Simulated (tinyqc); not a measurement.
Do the excited 1s states matter for ionisation? Model: valley-orbit splitting of a donor ground state, with strain. Computed by tinyqc, a small Python program. Command: `OMP_NUM_THREADS=1 python tinyqc.py 3015424 3015425 out.jsonl valleyorbit walk`. One thread of a shared host (Intel(R) Xeon(R) Processor @ 2.30GHz), about 0.01 s of CPU time with the checks.

The basis is the 1s envelope in each valley; energies are counted from the unstrained conduction-band edge. The strain is e_s (a a^T - 1/3) for the unit stress axis a, so valley j along n_j moves by Xi_u e_s w_j with w_j = (n_j.a)^2 - 1/3: -1/3 for x and y, +2/3 for z.

Inputs (values chosen for the exercise, modelled on donors in silicon):
```
quantity,value,unit
single-valley binding energy E_0,31.3,meV
central-cell shift Lambda,7.37,meV
coupling Delta_1,1.91,meV
coupling Delta_2,1.28,meV
shear deformation potential Xi_u,9.04,eV
donor density N_D,1.8e+14,cm^-3
density-of-states mass of one valley m_e,0.335,m_0
```

Valleys: six along <100>. Stress axis: [001].

Constants: k_B = 8.617333262e-05 eV/K; m_0 = 9.1093837015e-31 kg; k_B = 1.380649e-23 J/K; h = 6.62607015e-34 J s.

Method:
- By symmetry: E(A1) = E_0 + Lambda + 4 Delta_1 + Delta_2 (one state), E(T2) = E_0 + Lambda - Delta_2 (three), E(E) = E_0 + Lambda - 2 Delta_1 + Delta_2 (two), as binding energies.
- H_jj = -(E_0 + Lambda) + Xi_u e_s w_j; H_jk = -Delta_2 between opposite valleys and -Delta_1 between perpendicular ones.
- z = sum over levels of exp(-(E - E_ground)/k_B T), the ground-state share being 1/z; N_c = 2 (2 pi m_e k_B T/h^2)^(3/2) sum_j exp(-(shift_j - lowest shift)/k_B T); n1 = N_c/(2 z) exp(-binding/k_B T), binding = lowest shift - E_ground; without compensation n = 2 N_D/(1 + sqrt(1 + 4 N_D/n1)) (Boltzmann statistics; p and higher states left out).
- No strain here. The last two columns set z = 1, with the A1 depth, or use one level at E_0 with z equal to the number of valleys.

E(A1) = 47.59 meV

Ionised share:
```
T (K),z,all 1s states,ground state alone,no splitting
28,1.0611,2.4306e-03,2.5036e-03,0.02948
46,1.3399,1.3831e-01,1.5824e-01,0.41893
69,1.8307,6.9996e-01,7.9081e-01,0.89594
100,2.4475,9.6356e-01,9.8446e-01,0.98588
140,3.0616,9.9396e-01,9.9801e-01,0.99691
220,3.8444,9.9907e-01,9.9976e-01,0.99939
370,4.5748,9.9982e-01,9.9996e-01,0.99986
```

What does the comparison show, and why?

z grows from 1.061 to 4.57 of at most 6. Leaving out the excited states overstates the ionised share by up to 14.4 % (at 46.0 K); ignoring the splitting misses by a factor 12.1 at the lowest T and 1.00 at the highest.

Extremes, crossings and ranges named in words are read from the listed rows.
